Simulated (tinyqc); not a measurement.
From results back to parameters: cyclotron resonance of ellipsoidal valleys, Ge type. Five cases, with inputs chosen for the exercise.

Problem. The cyclotron masses of the valleys [111] and [11-1] at this angle were computed from hidden ml and mt.

Valleys along [111], [-111], [1-11], [11-1], mass ml along the axis and mt across it. B lies in the (1-10) plane, b = (sin(theta)/sqrt2, sin(theta)/sqrt2, cos(theta)). For the angle phi between B and the axis, 1/mc^2 = cos^2(phi)/mt^2 + sin^2(phi)/(mt ml). Resonance: h nu = 2 muB B/mc, h = 2 pi hbar.

Find: X = 1/mt^2; Y = 1/(mt ml); mt; ml.

Case 1.

Values chosen (out of a larger set: near those of Ge; not measured data): theta = 16 degrees (angle of B from [001] towards [110]).

mc of [111] = 0.101008 m0
mc of [11-1] = 0.205401 m0

Solution.

X = 1/mt^2 = 156.25
Y = 1/(mt ml) = 7.512
mt = 0.080 m0
ml = 1.66 m0

With cos^2(phi) = 0.6085 and 0.1089, the two values of 1/mc^2 are linear equations for X and Y; mt = 1/sqrt(X), ml = sqrt(X)/Y.

Case 2.

Values chosen (out of a larger set: near those of Ge; not measured data): theta = 30 degrees (angle of B from [001] towards [110]).

mc of [111] = 0.089804 m0
mc of [11-1] = 0.339248 m0

Solution.

X = 1/mt^2 = 148.72
Y = 1/(mt ml) = 7.500
mt = 0.082 m0
ml = 1.63 m0

With cos^2(phi) = 0.8249 and 0.0084, the two values of 1/mc^2 are linear equations for X and Y; mt = 1/sqrt(X), ml = sqrt(X)/Y.

Case 3.

Values chosen (out of a larger set: near those of Ge; not measured data): theta = 37 degrees (angle of B from [001] towards [110]).

mc of [111] = 0.083779 m0
mc of [11-1] = 0.355128 m0

Solution.

X = 1/mt^2 = 156.25
Y = 1/(mt ml) = 7.793
mt = 0.080 m0
ml = 1.60 m0

With cos^2(phi) = 0.9072 and 0.0009, the two values of 1/mc^2 are linear equations for X and Y; mt = 1/sqrt(X), ml = sqrt(X)/Y.

Case 4.

Values chosen (out of a larger set: near those of Ge; not measured data): theta = 18 degrees (angle of B from [001] towards [110]).

mc of [111] = 0.102096 m0
mc of [11-1] = 0.225378 m0

Solution.

X = 1/mt^2 = 145.16
Y = 1/(mt ml) = 7.568
mt = 0.083 m0
ml = 1.59 m0

With cos^2(phi) = 0.6422 and 0.0881, the two values of 1/mc^2 are linear equations for X and Y; mt = 1/sqrt(X), ml = sqrt(X)/Y.

Case 5.

Values chosen (out of a larger set: near those of Ge; not measured data): theta = 35 degrees (angle of B from [001] towards [110]).

mc of [111] = 0.084708 m0
mc of [11-1] = 0.349904 m0

Solution.

X = 1/mt^2 = 156.25
Y = 1/(mt ml) = 8.165
mt = 0.080 m0
ml = 1.53 m0

With cos^2(phi) = 0.8860 and 0.0000, the two values of 1/mc^2 are linear equations for X and Y; mt = 1/sqrt(X), ml = sqrt(X)/Y.

Computed by tinyqc, one run a case: `OMP_NUM_THREADS=1 python tinyqc.py N N+1 out.jsonl` with N = 1250492, 1250591, 1250831, 1250938, 1250957; one thread of a shared Intel(R) Xeon(R) Processor @ 2.30GHz, about 0.01 s a run at most.
